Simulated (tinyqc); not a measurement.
Worked calculation: Pariser-Parr-Pople SCF with singles CI, for the molecule Oc1cnc2[nH]cnc2n1 (SMILES; centres numbered as the heavy atoms are written). One step of it, computed by the program tinyqc.

Problem. Iteration 1: orbitals and new P. Diagonalise F (the basis is taken as orthonormal) and form P = 2 sum c c over the lowest orbitals.

F (eV):
```
             1O         2C         3C         4N         5C         6N         7C         8N
1O   -11.238088  -4.158380   0.302197   0.434086  -0.181560   0.066512   0.001827  -0.080696
2C    -4.158380  -4.437074  -4.488608  -0.885495   0.403819  -0.148665  -0.025326   0.137830
3C     0.302197  -4.488608  -3.167965  -5.427874   0.271751   0.056834  -0.175354  -0.333716
4N     0.434086  -0.885495  -5.427874  -5.647552  -4.225592   0.440347  -0.161932  -0.440172
5C    -0.181560   0.403819   0.271751  -4.225592  -4.575643  -3.206243   0.595164   1.009441
6N     0.066512  -0.148665   0.056834   0.440347  -3.206243  -8.740419  -4.421641  -0.363157
7C     0.001827  -0.025326  -0.175354  -0.161932   0.595164  -4.421641  -5.991731  -4.175723
8N    -0.080696   0.137830  -0.333716  -0.440172   1.009441  -0.363157  -4.175723  -7.779768
9C    -0.096625   0.396905   0.225990   0.178016  -3.579688   0.488278  -0.464408  -5.536318
10N    0.820918  -5.324239   0.137431   0.839687  -0.115920  -0.041291   0.286027   0.688116

            9C        10N
1O   -0.096625   0.820918
2C    0.396905  -5.324239
3C    0.225990   0.137431
4N    0.178016   0.839687
5C   -3.579688  -0.115920
6N    0.488278  -0.041291
7C   -0.464408   0.286027
8N   -5.536318   0.688116
9C   -3.191534  -4.220227
10N  -4.220227  -4.978466
```

pi electrons, sum of z_r less the charge = 12

Give: orbital energies; P after iteration 1.

Solution.

orbital energies (eV): [-15.2002, -14.1647, -11.7792, -10.9251, -8.9613, -7.7392, -0.9664, 2.0564, 2.2970, 5.6346]

P after iteration 1:
```
          1O       2C       3C       4N       5C       6N       7C       8N
1O    1.8723   0.3531  -0.1315  -0.0922   0.1218  -0.0165  -0.0540   0.0618
2C    0.3531   0.9894   0.5337   0.0983  -0.2523   0.0530   0.0983  -0.1265
3C   -0.1315   0.5337   0.8571   0.7460  -0.1309  -0.1108   0.1716   0.0705
4N   -0.0922   0.0983   0.7460   1.1478   0.5293  -0.0976  -0.0679   0.0791
5C    0.1218  -0.2523  -0.1309   0.5293   1.2005   0.4304  -0.3130  -0.1799
6N   -0.0165   0.0530  -0.1108  -0.0976   0.4304   1.4922   0.6794  -0.2379
7C   -0.0540   0.0983   0.1716  -0.0679  -0.3130   0.6794   0.9182   0.5968
8N    0.0618  -0.1265   0.0705   0.0791  -0.1799  -0.2379   0.5968   1.3471
9C    0.0076  -0.0505  -0.2386   0.0000   0.5158  -0.1539  -0.0988   0.6234
10N  -0.2581   0.6972   0.0113  -0.3208   0.0488   0.0760  -0.1452  -0.1215

          9C      10N
1O    0.0076  -0.2581
2C   -0.0505   0.6972
3C   -0.2386   0.0113
4N    0.0000  -0.3208
5C    0.5158   0.0488
6N   -0.1539   0.0760
7C   -0.0988  -0.1452
8N    0.6234  -0.1215
9C    0.9511   0.4999
10N   0.4999   1.2244
```
